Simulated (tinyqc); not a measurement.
What each parameter does: core-shell quantum dot (spherical envelope functions).

Parabolic bands; strain and other valleys are left out. s states, u = r psi, hard wall at R + H, c = hbar^2/2m0, energies from the band edges of the core. Core: u = sin(k1 r)/k1, k1 = sqrt(m1 E/c). At R, psi and psi'/m are continuous, so u is continuous and its slope in the shell is s = u/R + (m2/m1)(u' - u/R). Shell: u(R + x) = u(R) cos(k2 x) + s sin(k2 x)/k2, k2 = sqrt(m2 (E - V)/c); for negative arguments the functions turn into sinh and cosh. A level has u(R + H) = 0.

Overlap = (integral of u_e u_h)^2 with normalised u. Coulomb integrals J_ab = (q/eps) double integral of u_a(r)^2 u_b(s)^2/max(r, s), q = e^2/(4 pi eps0), one eps everywhere. Exciton E = Eg + E_e + E_h - J_eh; first-order biexciton shift J_ee + J_hh - 2 J_eh (positive: repulsive).

Constants: hbar^2/2m0 = 3.80998211 eV angstrom^2; e^2/(4 pi eps0) = 14.39964547 eV angstrom; hc = 1239.841984 eV nm.

Parameters, chosen for this exercise (near those of a GaAs/AlGaAs core-shell dot; shifted at random, so the results belong to these values and not to a real crystal):

| symbol | value | unit | meaning |
|---|---|---|---|
| R | 33 | angstrom | core radius |
| H | 9 | angstrom | shell thickness |
| Vc | 0.266 | eV | conduction edge of the shell above that of the core |
| Vv | 0.13 | eV | hole barrier of the shell |
| me1 | 0.069 | m0 | electron, core |
| me2 | 0.093 | m0 | electron, shell |
| mh1 | 0.412 | m0 | hole, core |
| mh2 | 0.449 | m0 | hole, shell |
| Eg | 1.439 | eV | gap of the core |
| eps | 11.8 |  | dielectric constant |

All quantities anew.

Results for these values:

| case | E (eV) | overlap | electron in core | biexciton shift (meV) |
|---|---|---|---|---|
| base | 1.728 | 0.990 | 0.931 | 0.2 |

What happens to each result for me2 = 0.116 m0, all else kept?

Answer: E falls from 1.728 to 1.700; overlap falls from 0.990 to 0.979; electron in core falls from 0.931 to 0.917; biexciton shift rises from 0.2 to 0.5.

The same for each parameter in turn:

| case | E (eV) | overlap | electron in core | biexciton shift (meV) |
|---|---|---|---|---|
| base | 1.728 | 0.990 | 0.931 | 0.2 |
| R = 30 angstrom | 1.776 | 0.990 | 0.916 | 0.3 |
| H = 14 angstrom | 1.685 | 0.978 | 0.868 | 0.5 |
| Vc = 0.366 eV | 1.734 | 0.993 | 0.936 | 0.2 |
| Vv = 0.098 eV | 1.727 | 0.993 | 0.931 | 0.2 |
| me2 = 0.116 m0 | 1.700 | 0.979 | 0.917 | 0.5 |
| mh1 = 0.33 m0 | 1.736 | 0.998 | 0.931 | 0.0 |
| eps = 13.6 | 1.735 | 0.990 | 0.931 | 0.2 |

Run: tinyqc, `OMP_NUM_THREADS=1 python tinyqc.py 1251821 1251822 out.jsonl`; Intel(R) Xeon(R) Processor @ 2.30GHz, one thread, shared host; about 0.04 s of CPU time with all checks.
